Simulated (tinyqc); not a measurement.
Deep-level transient spectroscopy: one step of the calculation.

Schottky contact on an n-type layer with shallow donors Nd (all ionised) and a donor-like deep trap, neutral when filled and positive when empty; depletion approximation. Traps within lam of the depletion edge stay filled. A long pulse to Vp fills the traps beyond x1 = Wp - lam; back at Vr those between x1 and x2 = Wr - lam emit. A rate window reads S = C(t2) - C(t1).

Problem. Widths. lam = sqrt(2 eps0 eps_r (EF - ET)/(q Nd)), EF - ET = Et - (kB T/q) ln(Nc(T)/Nd), Nc(T) = Nc (T/300 K)^1.5. In the steady state at the band bending V, 2 eps0 eps_r V/q = Nd W^2 + Nt (W - lam)^2 (the second term only if W > lam). V = Vbi + Vr gives Wr and V = Vbi + Vp gives Wp; x1 = max(Wp - lam, 0).

Parameters, values chosen for the exercise; material values close to those of gallium arsenide:
- eps_r = 12.9 (relative permittivity)
- Nc = 4.32e17 cm^-3 (conduction-band density of states at 300 K)
- Nd = 6.1e14 cm^-3 (shallow donor density)
- Vbi = 0.89 V (built-in voltage)
- Et = 0.44 eV (depth of the trap below the conduction edge)
- Nt = 2.3e13 cm^-3 (trap density)
- Vr = 3.3 V (reverse bias)
- Vp = 0.5 V (reverse bias during the filling pulse)
- T = 364 K (temperature of the transient)

Constants: q = 1.602176634e-19 C, kB = 1.380649e-23 J/K, eps0 = 8.8541878128e-14 F/cm where lengths are in cm. Results are converted to the units shown.

Give: lam; Wr; Wp; x1; x2; G = (x2^2 - x1^2)/Wr^2.

Solution.

lam = 725.27 nm
Wr = 3095.4 nm
Wp = 1790.6 nm
x1 = 1065.3 nm
x2 = 2370.2 nm
G = (x2^2 - x1^2)/Wr^2 = 0.46785

Program tinyqc, `OMP_NUM_THREADS=1 python tinyqc.py 2050098 2050099 out.jsonl`; Intel Xeon 2.30GHz, shared host, one thread, about 0.01 s.
